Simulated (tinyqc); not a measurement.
Trap density from two Hall measurements.

Problem. p-type body, charge-sheet picture, full ionisation (an idealisation for deep acceptors), Boltzmann statistics for free electrons. e = Ec - EF at the surface. psi = Eg - Vt ln(Nv/Na) - e; N_dep = sqrt(2 eps0 eps_r Na (psi - Vt)/q); n_f = sqrt(N_dep^2 + 2 eps0 eps_r Vt Nc exp(-e/Vt)/q) - N_dep; Vg = Vfb + psi + q (N_dep + n_t + n_f)/Cox, Cox = eps0 eox/tox. Find e and n_t at both points and the mean trap density between them.

Values chosen for this exercise; band and dielectric values close to those of 4H silicon carbide:

| symbol | value | unit | meaning |
|---|---|---|---|
| T | 300 | K | temperature |
| Eg | 3.23 | eV | band gap |
| eps_r | 9.64 |  | relative permittivity |
| Nc | 1.69e19 | cm^-3 | conduction-band density of states at T |
| Nv | 2.5e19 | cm^-3 | valence-band density of states at T |
| eox | 3.9 |  | relative permittivity of the insulator |
| tox | 37 | nm | insulator thickness |
| Na | 8.2e15 | cm^-3 | acceptor density |
| Vfb | -2.81 | V | flat-band voltage without trapped charge |

Constants: q = 1.602176634e-19 C, kB = 1.380649e-23 J/K, Vt = kB T/q, eps0 = 8.8541878128e-14 F/cm where lengths are in cm. Results are converted to the units shown.

Vg (V): [1.1038292, 2.1126694]
free sheet density from the Hall effect (cm^-2): [2.4517808e10, 4.5715870e11]

Answer. Each n_f fixes e; what the gate voltage holds beyond psi, N_dep and n_f is trapped; the difference quotient is the density, smeared over a few Vt.

e (eV): [0.135, 0.0500]
n_t (cm^-2): [7.32e10, 1.71e11]
mean trap density = 1.15e12 cm^-2 eV^-1

tinyqc, about 0.02 s, one thread, Intel Xeon 2.30GHz (shared host): `OMP_NUM_THREADS=1 python tinyqc.py 2222144 2222145 out.jsonl`
